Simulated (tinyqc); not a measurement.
Inside a calculation. Method: tight binding, honeycomb lattice. One step of it, computed by the program tinyqc.

Task: Levels at k. Diagonalise the Hermitian matrix.

H(k) at k (eV):
```
,A,B
A,2.280000,-2.635490+0.163862i
B,-2.635490-0.163862i,-2.280000
```

Give: eigenvalues; weights |c|^2 of the basis functions.

Result:

eigenvalues (eV): -3.4887  3.4887

weights |c|^2 of the basis functions:
```
,band 1,band 2
A,0.1732,0.8268
B,0.8268,0.1732
```
